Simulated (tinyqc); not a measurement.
The integration grid: Kohn-Sham PBE on finer and finer grids in the 3-21g basis, for H2, spin multiplicity 1. Computed by the program tinyqc with PySCF. 

Geometry (angstrom):
```
atom       x       y       z
H     0.0000  0.0000  0.0000
H     0.0000  0.0000  0.9480
```

Self-consistent on each grid; the net force on the molecule should vanish.

Kohn-Sham energy on Becke grids (radial x angular points per atom):
```
grid       points  residual of the electron count  E (hartree)  E - finest (mhartree)  largest net force without grid terms (hartree/bohr)
10 x 14       278                        1.03e-02    -1.144415              -3.793420                                             5.55e-17
15 x 26       776                       -1.85e-03    -1.141630              -1.008961                                             5.55e-17
20 x 50      1994                        5.35e-05    -1.140635              -0.013789                                             2.38e-17
30 x 86      5149                        2.16e-05    -1.140624              -0.002948                                             2.78e-16
50 x 194    19383                        1.05e-07    -1.140621              -0.000052                                             6.31e-17
75 x 302    45276                       -1.84e-09    -1.140621               0.000000                                             1.67e-16
120 x 590  141401                        1.08e-11    -1.140621               0.000000                                             1.11e-16
```

The energy is within 0.1 mhartree of the finest grid first at 20 x 50. The error has one sign here, though quadrature is not variational. The net force vanishes by symmetry here, so only the electron count signals a poor grid.
